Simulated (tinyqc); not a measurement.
Inside a calculation: nanosheet or nanowire with hard walls, valleys of the Si type. Values are carried at full precision from step to step, so a last printed digit may differ when a step is redone from the rounded ones.

Six ellipsoidal valleys along the cube axes: inverse mass tensor w = 1/mt + (1/ml - 1/mt) a a^T with a the unit axis. Device axes: x along the channel, z = [001], y = z x x.

Constants: hbar^2/2m0 = 3.80998211 eV angstrom^2; hbar = 6.58211957e-16 eV s; e^2/h = 3.874045865e-05 S; kB = 8.617333262e-05 eV/K.

Values chosen for the exercise (near those of Si; shifted at random, so the results belong to these values and not to a real crystal): ml = 0.904 m0 (longitudinal mass); mt = 0.19 m0 (transverse mass); channel = 110 (transport direction x on a (001) wafer); W = 255 angstrom (width, along y); H = 52 angstrom (height, along z = [001]); dE = 0.058 eV (EF above the lowest subband edge); T = 77 K (temperature); g_all = 6 (number of valleys).

## Valley masses for a [110] channel

Rotate w into the device axes and group equal valleys (|w_yz| counts); order by w_zz, then w_yy. 1/m_x = w_xx - w_xc w_c^-1 w_cx with c the block (y, z).

Valleys:

| group | valleys g | w_yy | w_zz | \|w_yz\| | m_x (m0) |
|---|---|---|---|---|---|
| A | 2 | 5.2632 | 1.1062 | 0.0000 | 0.1900 |
| B | 4 | 3.1847 | 5.2632 | 0.0000 | 0.5470 |

The lightest transport mass, 0.190 m0, belongs to group A.

## One-dimensional subbands

Hard walls around a W x H rectangle. The block w_c of w in (y, z) confines; the transport mass follows from 1/m_x = w_xx - w_xc w_c^-1 w_cx. The cross-section problem c (w_yy ky^2 + 2 w_yz ky kz + w_zz kz^2), c = hbar^2/2m0, is solved in products sin(n pi y/W) sin(l pi z/H), n, l = 1 to 12; if w_yz = 0 the levels are c pi^2 (w_yy n^2/W^2 + w_zz l^2/H^2). The w_yz term couples (n, l) to (n', l') by -2 c w_yz D_nn'(W) D_ll'(H) with D_nm(L) = 4 n m/(L (n^2 - m^2)) for n + m odd and 0 otherwise.

The ten lowest levels of all groups together, numbered within each group.

Subbands:

| label | valleys g | m_x (m0) | E (eV) |
|---|---|---|---|
| A1 | 2 | 0.1900 | 0.0184 |
| A2 | 2 | 0.1900 | 0.0276 |
| A3 | 2 | 0.1900 | 0.0428 |
| A4 | 2 | 0.1900 | 0.0641 |
| A5 | 2 | 0.1900 | 0.0646 |
| A6 | 2 | 0.1900 | 0.0737 |
| B1 | 4 | 0.5470 | 0.0750 |
| B2 | 4 | 0.5470 | 0.0806 |
| A7 | 2 | 0.1900 | 0.0889 |
| B3 | 4 | 0.5470 | 0.0898 |

The lowest subband is A1; the number of further ones in the list within kB T = 6.6 meV of it at 77 K is 0.

## Modes, density and velocity at zero temperature

With EF = E_lowest + dE, each subband below EF has k_F = sqrt(m_x (EF - E)/c), carries n = 2 g k_F/pi electrons per length (spin included), moves at v = 2 c k_F/(hbar m_x) and adds 2 g e^2/h to the ballistic conductance; c = hbar^2/2m0, 1 angstrom/s = 1e-8 cm/s.

Occupied subbands:

| label | k_F (1/angstrom) | n (1/nm) | v (1e7 cm/s) |
|---|---|---|---|
| A1 | 0.0538 | 0.685 | 3.28 |
| A2 | 0.0494 | 0.629 | 3.01 |
| A3 | 0.0410 | 0.522 | 2.50 |
| A4 | 0.0248 | 0.316 | 1.51 |
| A5 | 0.0243 | 0.310 | 1.48 |
| A6 | 0.0116 | 0.148 | 0.71 |
| B1 | 0.0141 | 0.360 | 0.30 |

total n = 2.969 1/nm
ballistic conductance = 1239.7 microsiemens

EF lies below the last listed level, so the count is complete for these valleys (other families, and non-parabolicity above about 0.2 eV, are left out): 7 subbands with 16 valley modes. The Fermi velocity, averaged with the densities as weights, is 2.22 x 1e7 cm/s; the mean over all filled states moving one way is half of it.

## Threshold shift from confinement

Without degeneracy the line density is N1 exp((EF - Ec)/kB T) with N1 = sum 2 g sqrt(m_x kB T/(4 pi c)) exp(-E/kB T), here over n, l up to 80 where w_yz = 0 and over all levels of a 12 x 12 sine basis otherwise; the classical value is W H Nc with Nc = 2 g_all (m_dos kB T/(4 pi c))^(3/2), m_dos = (ml mt^2)^(1/3); dVt = kB T ln(W H Nc/N1).

Form N1, W H Nc and dVt.

N1 = 0.01636 1/nm
W H Nc = 0.4690 1/nm
dVt = 22.3 mV

## Checks

- Lowest level of group A on a 40 x 40 difference grid against the sine basis, eV: both 0.018.

Program tinyqc; command `OMP_NUM_THREADS=1 python tinyqc.py 1250974 1250975 out.jsonl`; about 0.02 s on one thread of a shared Intel(R) Xeon(R) Processor @ 2.30GHz.
